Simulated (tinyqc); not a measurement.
Double-gate transistor below threshold, two-dimensional Poisson equation on a small mesh: one step of the calculation.

Half of a symmetric double-gate structure: row 0 is the mid-plane of the body, where the normal field vanishes. Mobile charge is neglected (subthreshold), the body is fully depleted, and potentials are counted from the intrinsic level; rows run upward to the gate, columns from source to drain.

Task. Over-relaxation sweep (omega = 1.37). Free nodes: rows 0..2, columns 1..4, taken row by row from row 0, left to right. t = (up psi(above) + dn psi(below) + lat [psi(left) + psi(right)] + s)/(up + dn + 2 lat), with the newest neighbours; psi(new) = psi + 1.37 (t - psi).

psi after iteration 1 (V):
```
	j=0	j=1	j=2	j=3	j=4	j=5
row 0	0.5900000	0.6900000	0.7900000	0.8900000	0.9900000	1.0900000
row 1	0.5900000	0.6900000	0.7900000	0.8900000	0.9900000	1.0900000
row 2	0.5900000	0.4260546	0.4636801	0.5101764	0.5570630	1.0900000
row 3	0.1700000	0.1700000	0.1700000	0.1700000	0.1700000	0.1700000
```

```
row	up	dn	lat	s (V)
0	38.08	0	1.8593750	0
1	38.08	38.08	3.7187500	0
2	24.96	38.08	2.1640625	0
```

Wanted: psi after iteration 2.

Result.

psi after iteration 2 (V):
```
	j=0	j=1	j=2	j=3	j=4	j=5
row 0	0.5900	0.6900	0.7900	0.8900	0.9900	1.0900
row 1	0.5900	0.5253	0.5763	0.6399	0.7046	1.0900
row 2	0.5900	0.3818	0.4003	0.4352	0.4929	1.0900
row 3	0.1700	0.1700	0.1700	0.1700	0.1700	0.1700
```

tinyqc, about 0.1 s, one thread, Intel Xeon 2.30GHz (shared host): `OMP_NUM_THREADS=1 python tinyqc.py 2480169 2480170 out.jsonl`
